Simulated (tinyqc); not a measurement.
# Electron mobility in a silicon inversion layer, empirical terms and Matthiessen rule: effects of single changes

Inversion layer of sheet density Ns on a uniformly doped body, under a high-permittivity gate with an interlayer. The mobility terms are empirical power laws with prefactors chosen for the exercise; adding their inverses (Matthiessen) is itself an approximation.

Inputs (values chosen for the exercise); material values close to those of silicon:
- T = 400 K (temperature)
- Eg = 1.14 eV (band gap)
- eps_r = 11.5 (relative permittivity of the semiconductor)
- Nc = 4.37e19 cm^-3 (conduction-band density of states at T)
- Nv = 4.05e19 cm^-3 (valence-band density of states at T)
- Nb = 8e17 cm^-3 (body doping)
- Vsb = 0.3 V (reverse body bias)
- eta = 0.5 (weight of the inversion charge in the effective field)
- Ap = 477 cm^2/(V s) (phonon-limited mobility at 1 MV/cm and 300 K)
- As = 698 cm^2/(V s) (roughness-limited mobility at 1 MV/cm)
- gs = 2 (exponent of the roughness term)
- Ac = 2800 cm^2/(V s) (Coulomb prefactor)
- Nit = 9.8e10 cm^-2 (charge at the interface)
- Ar = 240 cm^2/(V s) (remote-phonon mobility without interlayer)
- ti = 1.4 nm (interlayer thickness)
- lr = 0.7 nm (decay length of remote phonons)
- Ns = 5.6e11 cm^-2 (inversion density)

Constants: q = 1.602176634e-19 C, kB = 1.380649e-23 J/K, Vt = kB T/q, eps0 = 8.8541878128e-14 F/cm where lengths are in cm. Results are converted to the units shown.

Each table varies one quantity; the others keep the values above.

## Effect of the inversion density

ni = sqrt(Nc Nv) exp(-Eg/(2 Vt)), Eg in volts; Ndep = sqrt(2 eps0 eps_r Nb (2 Vt ln(Nb/ni) + Vsb)/q); E = q (Ndep + eta Ns)/(eps0 eps_r), in MV/cm. With t = T/(300 K): muC = Ac (Ns/1e12 cm^-2) t/(Nb/1e17 cm^-3 + Nit/1e11 cm^-2), muP = Ap E^(-1/3) t^(-1.75), muS = As E^(-gs), muR = Ar exp(2 ti/lr)/t; 1/mu is the sum of the inverses.

The same in every row: muR (cm^2/(V s)) = 9827.7.

Results:

| Ns (cm^-2) | E (MV/cm) | muC (cm^2/(V s)) | muP (cm^2/(V s)) | muS (cm^2/(V s)) | mu (cm^2/(V s)) |
|---|---|---|---|---|---|
| 2e11 | 0.55773 | 83.148 | 350.27 | 2243.9 | 64.812 |
| 3.6e11 | 0.57032 | 149.67 | 347.67 | 2146.0 | 98.760 |
| 6.3e11 | 0.59156 | 261.92 | 343.46 | 1994.6 | 136.38 |
| 1.1e12 | 0.62854 | 457.31 | 336.59 | 1766.8 | 171.66 |
| 2e12 | 0.69935 | 831.48 | 324.82 | 1427.2 | 196.71 |
| 3.6e12 | 0.82522 | 1496.7 | 307.39 | 1025.0 | 200.05 |
| 1.1e13 | 1.4074 | 4573.1 | 257.28 | 352.38 | 141.94 |
| 2e13 | 2.1155 | 8314.8 | 224.60 | 155.97 | 90.204 |

Estimate the missing row, Ns = 6.3e12 cm^-2.

Computed row:

| Ns (cm^-2) | E (MV/cm) | muC (cm^2/(V s)) | muP (cm^2/(V s)) | muS (cm^2/(V s)) | mu (cm^2/(V s)) |
|---|---|---|---|---|---|
| 6.3e12 | 1.0376 | 2619.2 | 284.79 | 648.27 | 180.59 |

With this row back in the table: As Ns goes from 2e11 to 2e13 cm^-2, E rises from 0.558 to 2.12 MV/cm and mu goes from 64.8 through a maximum of 200 (at Ns = 3.6e12 cm^-2 among the rows listed) to 90.2 cm^2/(V s). The smallest term is the Coulomb one in the first row and the roughness one in the last. Screening lifts the Coulomb term as Ns grows while the field presses the carriers to the interface, hence the maximum. At Ns = 2e13 cm^-2 E passes 1.5 MV/cm, beyond the usual range of such laws.

## Universality: two dopings at the same effective field

Same model as above.

For each E, Ns is chosen to give that field on bodies with Nb = 1e17 and 8e17 cm^-3; the last column leaves out muC.

Universality: two dopings at the same effective field:

| E (MV/cm) | Ns, light body (cm^-2) | mu, light (cm^2/(V s)) | Ns, heavy body (cm^-2) | mu, heavy (cm^2/(V s)) | without muC (cm^2/(V s)) |
|---|---|---|---|---|---|
| 0.575 | 5.027e12 | 280.5 | 4.195e11 | 108.8 | 289.1 |
| 0.652 | 6.006e12 | 262.7 | 1.398e12 | 183.9 | 268.9 |
| 0.741 | 7.137e12 | 243.8 | 2.529e12 | 200.9 | 248.3 |
| 0.842 | 8.421e12 | 224.4 | 3.813e12 | 199.1 | 227.7 |
| 0.956 | 9.870e12 | 204.9 | 5.262e12 | 189.2 | 207.1 |
| 1.09 | 1.157e13 | 184.5 | 6.965e12 | 174.9 | 186.1 |
| 1.23 | 1.335e13 | 166.0 | 8.745e12 | 159.7 | 167.1 |
| 1.4 | 1.551e13 | 146.5 | 1.091e13 | 142.6 | 147.3 |

What does the comparison show, and why?

The heavily doped body has 0.388 of the mobility of the light one in the first row and 0.973 in the last; there they lie 3.1 % below and 0.50 % below the curve without Coulomb scattering, which depends on E alone. The heavy body leaves that curve at low E because its field comes mostly from depletion charge and few carriers screen.

## Effect of the reverse body bias

Same model as above.

The same in every row: muC (cm^2/(V s)) = 232.8; muR (cm^2/(V s)) = 9828.

Result of one run:

| Vsb (V) | E (MV/cm) | muP (cm^2/(V s)) | muS (cm^2/(V s)) | mu (cm^2/(V s)) |
|---|---|---|---|---|
| 0.4 | 0.6088 | 340.2 | 1883 | 127.1 |

What becomes of these results when the reverse body bias Vsb is changed from 0.4 to 0.8 V, all else the same?

Result of the changed run:

| Vsb (V) | E (MV/cm) | muP (cm^2/(V s)) | muS (cm^2/(V s)) | mu (cm^2/(V s)) |
|---|---|---|---|---|
| 0.8 | 0.6919 | 326.0 | 1458 | 122.7 |

The whole series:

| Vsb (V) | E (MV/cm) | muP (cm^2/(V s)) | muS (cm^2/(V s)) | mu (cm^2/(V s)) |
|---|---|---|---|---|
| 0 | 0.5112 | 360.6 | 2671 | 132.5 |
| 0.4 | 0.6088 | 340.2 | 1883 | 127.1 |
| 0.8 | 0.6919 | 326.0 | 1458 | 122.7 |
| 1.2 | 0.7654 | 315.2 | 1191 | 118.9 |
| 1.6 | 0.8321 | 306.5 | 1008 | 115.6 |
| 2 | 0.8936 | 299.3 | 874.1 | 112.6 |
| 2.4 | 0.9509 | 293.2 | 771.9 | 109.9 |

As Vsb goes from 0 to 2.4 V, E rises from 0.511 to 0.951 MV/cm and mu falls from 133 to 110 cm^2/(V s). The Coulomb term is the smallest in the first and the last row.

Numbers from tinyqc (`OMP_NUM_THREADS=1 python tinyqc.py 2510090 2510091 out.jsonl`; about 0.01 s on one thread of a shared Intel Xeon 2.30GHz).
